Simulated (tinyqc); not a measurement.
Changing the film thickness L: heat flow across a film from the phonon Boltzmann equation in the relaxation-time approximation. Computed by tinyqc, a small Python program. Command: `OMP_NUM_THREADS=1 python tinyqc.py 3027649 3027650 out.jsonl slabbte sweep`. One thread of a shared host (Intel(R) Xeon(R) Processor @ 2.30GHz), about 0.04 s of CPU time with the checks.

Two black walls, hot at x = 0 and cold at x = L, emit phonons isotropically. For one free path Lambda, with tau = x/Lambda, tau_L = L/Lambda and phi = (T - T_cold)/Delta T, energy balance gives phi(tau) = (1/2) [E2(tau) + int_0^tau_L phi(s) E1(|tau - s|) ds]; E_n are the exponential integrals. The flux over the ballistic flux C v Delta T/4 is psi = 1 - 2 int_0^tau_L phi(s) E2(s) ds, and kappa_eff/kappa = (3/4) tau_L psi. kappa = C v Lambda/3 is an input, so at fixed kappa a longer free path means a smaller C v.

Inputs (values chosen for the exercise, modelled on silicon):

| quantity | value | unit |
|---|---|---|
| bulk conductivity kappa | 142 | W/(m K) |
| wall temperature difference Delta T | 6.9 | K |
| free path Lambda_1 | 140 | nm |
| free path Lambda_2 | 1800 | nm |
| share f_2 of kappa | 0.27 | - |
| cells n in the small system | 5 | - |

Free-path groups: two.

Method:
- Cut the film into n equal cells with constant phi, collocated at the centres c_i: the kernel integrates to A_ij = |E2(|c_i - e_j|) - E2(|c_i - e_(j+1)|)|/2 for cell edges e_j, and A_ii = 1 - E2(half a cell); solve (1 - A) phi = E2(c)/2; psi = 1 - 2 sum_j phi_j [E3(e_j) - E3(e_(j+1))].
- Use 150 and 300 cells and extrapolate psi = (4 psi(300) - psi(150))/3. The jump at the hot wall is 1 - phi there (linear extrapolation from the first two of 300 cells). Two-flux (diffusion with slip) formula: psi = 1/(1 + 3 tau_L/4).
- Each group is solved on its own with 150 and 300 cells, psi = (4 psi(300) - psi(150))/3, and weighted by its share of kappa (f_1 is what the others leave); exchange of energy between groups inside the film is left out.
- Flux J = kappa_eff Delta T/L; apparent boundary resistance per wall (L/kappa_eff - L/kappa)/2.

One run for each value:

| film thickness L (nm) | kappa_eff (W/(m K)) | flux J (GW/m^2) | jump at the wall / Delta T for Lambda_1 | apparent resistance per wall (m^2 K/GW) |
|---|---|---|---|---|
| 2.8 | 1.57 | 3.8688 | 0.47818 | 0.8819 |
| 5.8 | 3.19 | 3.7961 | 0.46209 | 0.8884 |
| 12 | 6.36 | 3.6592 | 0.43616 | 0.9006 |
| 25 | 12.37 | 3.4131 | 0.39627 | 0.9228 |
| 53 | 23.06 | 3.0021 | 0.33848 | 0.9626 |
| 110 | 38.85 | 2.4370 | 0.26756 | 1.0284 |
| 230 | 58.96 | 1.7687 | 0.18973 | 1.1408 |
| 1000 | 97.38 | 0.6719 | 0.06805 | 1.6136 |
| 2100 | 112.04 | 0.3681 | 0.03584 | 1.9769 |

Give the missing row, film thickness L (nm) = 480.

Computed row; columns: (1) film thickness L (nm); (2) kappa_eff (W/(m K)); (3) flux J (GW/m^2); (4) jump at the wall / Delta T for Lambda_1; (5) apparent resistance per wall (m^2 K/GW):
```
(1)    (2)     (3)      (4)     (5)
480  79.51  1.1430  0.11964  1.3282
```

Interpolating between the two neighbouring rows (the first column on a logarithmic scale, the others too where they are positive) misses most in jump at the wall / Delta T for Lambda_1, by 5.1 %. Over the rows, kappa_eff (W/(m K)) rises from 1.57 to 112 (exponent d ln y / d ln x 0.97 between the first rows and 0.19 between the last); flux J (GW/m^2) falls from 3.87 to 0.368 (exponent d ln y / d ln x -0.026 between the first rows and -0.81 between the last); jump at the wall / Delta T for Lambda_1 falls from 0.478 to 0.0358 (exponent d ln y / d ln x -0.047 between the first rows and -0.86 between the last). At the low end the exponent of kappa_eff is 0.97, close to 1: the ballistic limit. At the low end the exponent of flux J is -0.03, close to 0: the ballistic flux does not depend on L. In thin films phonons cross without scattering: the flux is bounded by what the walls emit, and Delta T drops in two jumps of one half each. In thick films the jumps shrink as Lambda/L and the apparent wall resistance tends to a constant.

Caution (rows 2.80, 5.80): below about 10 nm the film nears the phonon wavelength, and a particle picture fails.

Extremes, crossings and ranges named in words are read from the listed rows.
